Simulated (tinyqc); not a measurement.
Coverage along the feature as the dose grows: atomic layer deposition: Langmuir saturation, growth per cycle and coating of deep features. Computed by tinyqc, a small Python program. Command: `OMP_NUM_THREADS=1 python tinyqc.py 3016554 3016555 out.jsonl ald walk`. One thread of a shared host (Intel(R) Xeon(R) Processor @ 2.30GHz), about 0.05 s of CPU time with the checks.

Precursor A sticks only on free sites, so a long enough pulse saturates; co-reactant B then frees the sites again.

Inputs (values chosen for the exercise, modelled on silicon dioxide from an aminosilane and ozone):

| quantity | value | unit |
|---|---|---|
| precursor mass M | 174 | u |
| site density q | 2.9 | 1/nm^2 |
| sticking probability beta on free sites | 0.027 | - |
| precursor pressure p | 7.1 | Pa |
| temperature T | 200 | C |
| pulse time t | 0.0014 | s |
| desorption energy E_d | 1.36 | eV |
| aspect ratio a | 110 | - |

Feature: long trench.

Constants: u = 1.6605390666e-27 kg; k_B = 1.380649e-23 J/K; k_B = 8.617333262e-05 eV/K.

Method:
- Wall flux F = p/sqrt(2 pi M k_B T); rate of filling k_a = beta F/q; desorption k_d = 1e13 exp(-E_d/(k_B T)) per second. 1/m^2 = 1e-18/nm^2.
- Temperatures in kelvin are T(C) + 273.15.
- Diffusion-limited filling (Gordon) of a long trench of width w, hydraulic diameter 2w, so that a is replaced by a/2 in the hole formula: t = (q/F)(1 + 19a/8 + 3a^2/8). Reaction-limited filling needs ln(100)/k_a at any depth, k_a = beta F/q. Flow is molecular. The front picture holds when the modulus (a/2) sqrt(beta) is well above 1.
- Depth reached by the given pulse: solve the same formula for a. Exposure = p x diffusion-limited time; 1 langmuir = 1.33322e-4 Pa s.
- Continuum model with steady gas transport: d2n/dz2 = 3 beta (1 - th) n/d_h^2 (d_h the hydraulic diameter, n = 1 at the mouth, no flux at the floor, 60 cells), d th/dt = beta F n (1 - th)/q; no desorption. Times are multiples of the larger of the Gordon time and ln(100)/k_a.

diffusion-limited time = 0.213495 s

time to 99 % without desorption, ln(100)/k_a = 0.00758668 s

flux F = 65197.1 1/(nm^2 s)

modulus = 9.03742

Coverage:

| multiple | t (s) | top cell | quarter depth | half depth | three quarters | floor cell |
|---|---|---|---|---|---|---|
| 0.05 | 0.01067 | 0.998 | 0.291 | 0.007 | 0.000 | 0.000 |
| 0.10 | 0.02135 | 1.000 | 0.751 | 0.035 | 0.001 | 0.000 |
| 0.20 | 0.04270 | 1.000 | 0.997 | 0.255 | 0.006 | 0.000 |
| 0.40 | 0.08540 | 1.000 | 1.000 | 0.970 | 0.117 | 0.005 |
| 0.60 | 0.12810 | 1.000 | 1.000 | 1.000 | 0.654 | 0.051 |
| 0.80 | 0.17080 | 1.000 | 1.000 | 1.000 | 0.987 | 0.321 |
| 1.00 | 0.21350 | 1.000 | 1.000 | 1.000 | 1.000 | 0.999 |
| 1.30 | 0.27754 | 1.000 | 1.000 | 1.000 | 1.000 | 1.000 |

What follows from these numbers?

At a multiple of 0.2 the coverage is 1.00 at the top and 0.00 at the floor. The walls fill from the top down behind a front whose depth grows as sqrt(t), since the modulus is well above 1. In the last row the floor reaches 1.000. Caution: for a long trench the a/2 rule ignores the ln(a)/a transmission of a slit, so times at large a are too long.
